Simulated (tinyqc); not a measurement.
# Punch-through p+-n junction, ionisation integral and breakdown: multiplication against voltage

A p+ layer at x < 0 and an n drift layer from x = 0 to L on an n+ substrate. Depletion approximation, built-in voltage neglected. Local ionisation coefficients alpha_n = an exp(-(bn/E)^mx), alpha_p = ap exp(-(bp/E)^mx). Electrons move towards +x, holes towards x = 0.

W = sqrt(2 eps0 eps_r V/(q N)), peak field E0 = q N W/(eps0 eps_r), falling linearly to 0 at W; if W > L the layer is punched through: W = L, E0 = V/L + q N L/(2 eps0 eps_r), falling linearly to E1 = V/L - q N L/(2 eps0 eps_r). G(x) = integral from 0 to x of (alpha_n - alpha_p); I_n = integral of alpha_n exp(-G) (electrons injected at x = 0), I_p = integral of alpha_p exp(G(end) - G) (holes injected at the far edge); M = 1/(1 - I). Integrals on a fine grid; BV is where I_n = 1. Here BV = 121.407 V; the Miller exponent is n = ln(1 - 1/M)/ln(V/BV).

Inputs (values chosen for the exercise); material values close to those of silicon:
- eps_r = 11.8 (relative permittivity)
- an = 7.24e5 1/cm (prefactor of the electron ionisation coefficient)
- bn = 1.28e6 V/cm (field constant for electrons)
- ap = 1.49e6 1/cm (prefactor of the hole ionisation coefficient)
- bp = 2.04e6 V/cm (field constant for holes)
- mx = 1 (exponent)
- N = 2.7e15 cm^-3 (donor density of the drift layer)
- L = 5.8 um (thickness of the drift layer)

Constants: q = 1.602176634e-19 C, eps0 = 8.8541878128e-14 F/cm where lengths are in cm. Results are converted to the units shown.

Result of one run:

| E0 (kV/cm) | I_n | I_p | M_n | M_p | Miller n, electrons | Miller n, holes |
|---|---|---|---|---|---|---|
| 313 | 0.872 | 0.491 | 7.80 | 1.96 | 1.70 | 8.83 |

Which reverse voltage V gave this result: 48.6, 60.7, 97.1, 104 or 112 V?

V = 112 V.

The whole series:

| V (V) | E0 (kV/cm) | I_n | I_p | M_n | M_p | Miller n, electrons | Miller n, holes |
|---|---|---|---|---|---|---|---|
| 48.6 | 201 | 0.0702 | 0.00240 | 1.08 | 1.00 | 2.90 | 6.59 |
| 60.7 | 224 | 0.160 | 0.00911 | 1.19 | 1.01 | 2.64 | 6.78 |
| 72.8 | 246 | 0.288 | 0.0261 | 1.41 | 1.03 | 2.43 | 7.13 |
| 85 | 267 | 0.455 | 0.0671 | 1.83 | 1.07 | 2.21 | 7.58 |
| 97.1 | 287 | 0.642 | 0.164 | 2.80 | 1.20 | 1.98 | 8.09 |
| 104 | 299 | 0.751 | 0.272 | 4.02 | 1.37 | 1.85 | 8.41 |
| 112 | 313 | 0.872 | 0.491 | 7.80 | 1.96 | 1.70 | 8.83 |
| 117 | 322 | 0.942 | 0.714 | 17.3 | 3.50 | 1.61 | 9.10 |
| 120 | 327 | 0.982 | 0.897 | 55.4 | 9.76 | 1.56 | 9.28 |

M_n rises from 1.075 to 55.4 and M_p from 1.002 to 9.76; both diverge at BV. The Miller exponent for electrons falls from 2.90 to 1.56 and that for holes rises from 6.59 to 9.28, so one exponent describes neither over the whole range. The larger multiplication belongs to electrons, whose coefficient at the peak field of the last row is 4.97 times the other.

Program tinyqc, `OMP_NUM_THREADS=1 python tinyqc.py 2120127 2120128 out.jsonl`; Intel Xeon 2.30GHz, shared host, one thread, about 0.09 s.
